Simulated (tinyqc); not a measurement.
X-ray photoelectron analysis of a thin oxide on a semiconductor: attenuation lengths, thickness, angle series and band offsets: one step, computed by the program tinyqc.

The same element is seen in the oxide and in the substrate, at nearly the same kinetic energy; films are flat and uniform, and the work function is ignored.

Question. Peak ratio. R_0 = (rho_o/M_o) L_o/((rho_s/M_s) L_s); peak ratio R = I_ox/I_sub = R_0 [exp(d/(L_o cos theta)) - 1]; hence d = L_o cos theta ln(1 + R/R_0). A carbon layer weakens both peaks alike, by exp(-d_C/(L_o cos theta)) if its L is taken equal to L_o. This R_0 leaves out intrinsic losses from the substrate peak, so calibrated values can be larger.

Inputs (values chosen for the exercise, modelled on SiO2 on silicon):
```
quantity                        value     unit
oxide density                    2.19   g/cm^3
oxide formula mass              60.08    g/mol
substrate density                2.33   g/cm^3
substrate formula mass          28.09    g/mol
oxide thickness d                 3.7       nm
emission angle from the normal     15  degrees
carbon overlayer                 0.21       nm
```

L in the oxide = 3.063625 nm

L in the substrate = 2.430159 nm

Give: R_0; d/(L_o cos theta); ratio R; oxide share of the counts; attenuation by carbon; depth 3 L_o cos theta.

Answer.

R_0 = 0.55400

d/(L_o cos theta) = 1.2503

ratio R = 1.3803

oxide share of the counts = 0.57988

attenuation by carbon = 0.93150

depth 3 L_o cos theta = 8.8777 nm
